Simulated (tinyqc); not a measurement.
# Undoped symmetric double-gate MOSFET, analytic potential model: what changes with what

An undoped body of thickness ts between two equal insulators and tied gates; long channel, electrons only, n = ni exp((psi - V)/Vt) with V the quasi-Fermi potential (0 at the source, Vd at the drain), constant mobility, no quantisation. Across the body psi(x) = V - 2 Vt ln[(ts/(2 beta)) sqrt(q ni/(2 eps0 eps_r Vt)) cos(2 beta x/ts)], x from the centre. Q is the electron charge per area of the whole body.

Inputs (values chosen for the exercise); material values close to those of silicon: temperature T = 300 K; band gap Eg = 1.13 eV; relative permittivity of the semiconductor eps_r = 11.6; conduction-band density of states at T Nc = 2.78e19 cm^-3; valence-band density of states at T Nv = 2.61e19 cm^-3; relative permittivity of the gate insulator eox = 25.9; insulator thickness tox = 14 nm; body thickness ts = 5 nm; gate work function less that of the intrinsic body dphi = -0.18 V; channel mobility mu = 580 cm^2/(V s); gate length L = 2 um; drain voltage Vd = 0.05 V.

Constants: q = 1.602176634e-19 C, kB = 1.380649e-23 J/K, Vt = kB T/q, eps0 = 8.8541878128e-14 F/cm where lengths are in cm. Results are converted to the units shown.

Each table varies one quantity; the others keep the values above.

## Output curve

ni = sqrt(Nc Nv) exp(-Eg/(2 Vt)), Eg in volts; r = eps_r tox/(eox ts); V0 = dphi + 2 Vt ln[(2/ts) sqrt(2 eps0 eps_r Vt/(q ni))]. beta (between 0 and pi/2) solves (Vg - V0 - V)/(2 Vt) = ln(beta) - ln(cos beta) + 2 r beta tan(beta). Q = 8 eps0 eps_r Vt beta tan(beta)/ts; I = mu (1/L)(4 eps0 eps_r/ts)(2 Vt)^2 [g(beta_s) - g(beta_d)] per width, g = beta tan(beta) - beta^2/2 + r beta^2 tan^2(beta), with beta_s at V = 0 and beta_d at V = Vd.

In this table Vg = 0.85 V.

Results:

| Vd (V) | Qd (nC/cm^2) | Qd/Qs | I (uA/um) |
|---|---|---|---|
| 0.1 | 1150.3 | 0.79689 | 37.595 |
| 0.19 | 892.56 | 0.61834 | 64.240 |
| 0.28 | 643.24 | 0.44562 | 84.260 |
| 0.37 | 407.17 | 0.28208 | 97.930 |
| 0.54 | 56.114 | 0.038874 | 108.51 |
| 0.63 | 3.4827 | 0.0024127 | 109.06 |
| 0.72 | 0.11209 | 7.7651e-5 | 109.09 |
| 0.81 | 0.0034535 | 2.3925e-6 | 109.09 |

Estimate the missing row, Vd = 0.46 V.

Computed row:

| Vd (V) | Qd (nC/cm^2) | Qd/Qs | I (uA/um) |
|---|---|---|---|
| 0.46 | 195.81 | 0.13565 | 105.72 |

With this row back in the table: The current rises from 37.6 to 109 uA/um, while the charge at the drain end falls from 0.80 to 2.4e-6 of that at the source. The current first comes within 1 % of its last value at Vd = 0.54 V among the rows. Over the last rows Qd falls by a factor of e for each Vt of drain voltage: the drain end is in weak inversion. In every row the surface density at the source passes 0.3 Nc, where Boltzmann statistics fail. In every row the body is thin enough for quantum confinement, left out here, to raise the threshold.

## Transfer curve and volume inversion

Same model as above.

The drop is psi(surface) - psi(centre) at the source end; C = dQs/dVg, Cg = 2 eps0 eox/tox; gm = dI/dVg.

Result of one run:

| Vg (V) | Qs (nC/cm^2) | drop (mV) | C/Cg | I (uA/um) | gm/I (1/V) |
|---|---|---|---|---|---|
| 0.48 | 407.2 | 21.31 | 0.7687 | 5.010 | 7.049 |

What becomes of these results when the gate voltage Vg is changed from 0.48 to 0.3 V, all else the same?

Result of the changed run:

| Vg (V) | Qs (nC/cm^2) | drop (mV) | C/Cg | I (uA/um) | gm/I (1/V) |
|---|---|---|---|---|---|
| 0.3 | 44.49 | 2.661 | 0.3299 | 0.3511 | 28.35 |

The whole series:

| Vg (V) | Qs (nC/cm^2) | drop (mV) | C/Cg | I (uA/um) | gm/I (1/V) |
|---|---|---|---|---|---|
| 0.04 | 0.003453 | 2.102e-4 | 4.078e-5 | 2.215e-5 | 38.68 |
| 0.13 | 0.1121 | 0.006820 | 0.001321 | 7.193e-4 | 38.65 |
| 0.21 | 2.400 | 0.1459 | 0.02746 | 0.01560 | 37.98 |
| 0.3 | 44.49 | 2.661 | 0.3299 | 0.3511 | 28.35 |
| 0.39 | 195.8 | 11.06 | 0.6478 | 2.117 | 13.12 |
| 0.48 | 407.2 | 21.31 | 0.7687 | 5.010 | 7.049 |
| 0.56 | 616.2 | 30.08 | 0.8220 | 7.970 | 4.815 |
| 0.65 | 864.4 | 39.09 | 0.8586 | 11.52 | 3.504 |
| 0.74 | 1121 | 47.17 | 0.8830 | 15.22 | 2.738 |

The current rises from 2.21e-5 to 15.2 uA/um. In the first row gm/I is 38.7 1/V, within 0.01 % of 1/Vt: with no depletion charge the whole body follows the gate, and the swing is ideal. The drop between surface and centre goes from 2.1e-4 to 47.2 mV and passes Vt at Vg = 0.56 V among the rows; below that the density varies across the body by less than a factor of e (volume inversion). C reaches 0.88 of Cg in the last row. For Vg = 0.48 to 0.74 V the surface density at the source passes 0.3 Nc, where Boltzmann statistics fail. In every row the body is thin enough for quantum confinement, left out here, to raise the threshold.

## Effect of the insulator thickness

Q = 8 eps0 eps_r Vt beta tan(beta)/ts; I = mu (1/L)(4 eps0 eps_r/ts)(2 Vt)^2 [g(beta_s) - g(beta_d)] per width, g = beta tan(beta) - beta^2/2 + r beta^2 tan^2(beta), with beta_s at V = 0 and beta_d at V = Vd.  I(low) is taken at Vg = 0.09 V, Qs and I(high) at Vg = 0.84 V.

The same in every row: V0 (V) = 0.3430.

Result of one run:

| tox (nm) | I(low) (nA/um) | Qs(high) (nC/cm^2) | I(high) (uA/um) |
|---|---|---|---|
| 14 | 0.1532 | 1414 | 19.43 |

What becomes of these results when the insulator thickness tox is changed from 14 to 29 nm, all else the same?

Result of the changed run:

| tox (nm) | I(low) (nA/um) | Qs(high) (nC/cm^2) | I(high) (uA/um) |
|---|---|---|---|
| 29 | 0.1532 | 729.3 | 10.05 |

The whole series:

| tox (nm) | I(low) (nA/um) | Qs(high) (nC/cm^2) | I(high) (uA/um) |
|---|---|---|---|
| 4.7 | 0.1532 | 3745 | 51.20 |
| 6.7 | 0.1532 | 2735 | 37.47 |
| 9.7 | 0.1532 | 1966 | 26.98 |
| 14 | 0.1532 | 1414 | 19.43 |
| 20 | 0.1532 | 1024 | 14.09 |
| 29 | 0.1532 | 729.3 | 10.05 |
| 42 | 0.1531 | 518.7 | 7.156 |

As tox goes from 4.7 to 42 nm, I(low) stays near 0.153 nA/um and I(high) falls from 51.2 to 7.16 uA/um. On average I(low) is independent of tox and I(high) goes as tox^(-0.90). Below threshold no voltage drops over the insulator in this long-channel model, so its thickness does not matter there. In every row the surface density at the source at the higher gate voltage passes 0.3 Nc, where Boltzmann statistics fail. In every row the body is thin enough for quantum confinement, left out here, to raise the threshold.

tinyqc, about 0.01 s, one thread, Intel Xeon 2.30GHz (shared host): `OMP_NUM_THREADS=1 python tinyqc.py 2440016 2440017 out.jsonl`
